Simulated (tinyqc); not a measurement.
Gap difference from the gain at two temperatures.

Problem. When back injection limits the gain, beta = b exp(-dE/(kB T)) with dE the gap reduction of the emitter less that of the base and b constant. Find dE and beta at 300 K.

Constants: q = 1.602176634e-19 C, kB = 1.380649e-23 J/K. Results are converted to the units shown.

T (K): 220  425
beta: 34.497127  150.89339

Solution. ln beta is a straight line in 1/T with slope -dE/kB.

dE = 0.0580 eV
beta at 300 K = 78.0

Numbers from tinyqc (`OMP_NUM_THREADS=1 python tinyqc.py 2320083 2320084 out.jsonl`; about 0.01 s on one thread of a shared Intel Xeon 2.30GHz).
